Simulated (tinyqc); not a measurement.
Six-transistor SRAM cell, nodal equations and margins: two steps of the calculation.

Two cross-coupled inverters (pull-down bn, pull-up bp) hold the nodes Q and QB; access transistors (ba, threshold VTn, gate on the word line at Vdd when selected) join them to the bit lines. Transistor (EKV form, voltages against the body): I = 2 n b Vt^2 [F(vp - Vs) - F(vp - Vd)] from drain to source, F(v) = ln^2(1 + exp(v/(2 Vt))), vp = (Vg - VT + sg |Vd - Vs|)/n. n-channel bodies are at 0; for the p-channel device all voltages are counted down from Vdd. b in uA/V^2 gives I in uA. For an access transistor the bit line is the drain and the node the source. In a read both bit lines are at Vdd. The cell is symmetric (no mismatch).

Inputs (values chosen for the exercise):
- T = 300 K (temperature)
- Vdd = 0.7 V (supply voltage)
- n = 1.34 (slope factor)
- sg = 0.117 (drain-induced barrier lowering)
- VTn = 0.44 V (n-channel threshold)
- VTp = 0.27 V (p-channel threshold (magnitude))
- bn = 190 uA/V^2 (gain factor of the pull-down transistor)
- ba = 190 uA/V^2 (gain factor of the access transistor)
- bp = 58 uA/V^2 (gain factor of the pull-up transistor)

Constants: q = 1.602176634e-19 C, kB = 1.380649e-23 J/K, Vt = kB T/q. Results are converted to the units shown.

Task 1. Read current and disturbance. Iread = Ia(bit line at Vdd, source Q); cell ratio bn/ba; time to pull a bit line of 20 fF down by 0.1 V at that current.

(Q, QB) (V): Q 0.086711206, QB 0.69999333

Give: Iread; cell ratio; time.

Result 1.

Iread = 3.387 uA
cell ratio = 1.000
time = 590.5 ps

Task 2. The largest square in the read butterfly. f(x) is the node voltage of one half-cell in a read for input x (In - Ip - Ia = 0). Static noise margin: side of the largest square between the curve (x, f(x)) and its mirror image (f(y), y); with h(c) the root x of f(x) - x = c, it is the maximum over c > 0 of h(c) - h(-c) + c.

c, point 0 to 6 (V): 0.094  0.16  0.22  0.27  0.31  0.35  0.38

Give: h(c); h(-c); side.

Result 2.

```
point  h(c) (V)  h(-c) (V)  side (V)
0        0.3873     0.4084    0.0729
1        0.3802     0.4228    0.1174
2        0.3729     0.4466    0.1462
3        0.3638     0.4724    0.1613
4        0.3515     0.4952    0.1663
5        0.3316     0.5189    0.1628
6        0.3109     0.5371    0.1539
```

The maximum over c is 166.4 mV, the read margin; with the word line off (no Ia) the same construction gives 249.9 mV.

Numbers from tinyqc (`OMP_NUM_THREADS=1 python tinyqc.py 2340136 2340137 out.jsonl`; about 0.2 s on one thread of a shared Intel Xeon 2.30GHz).
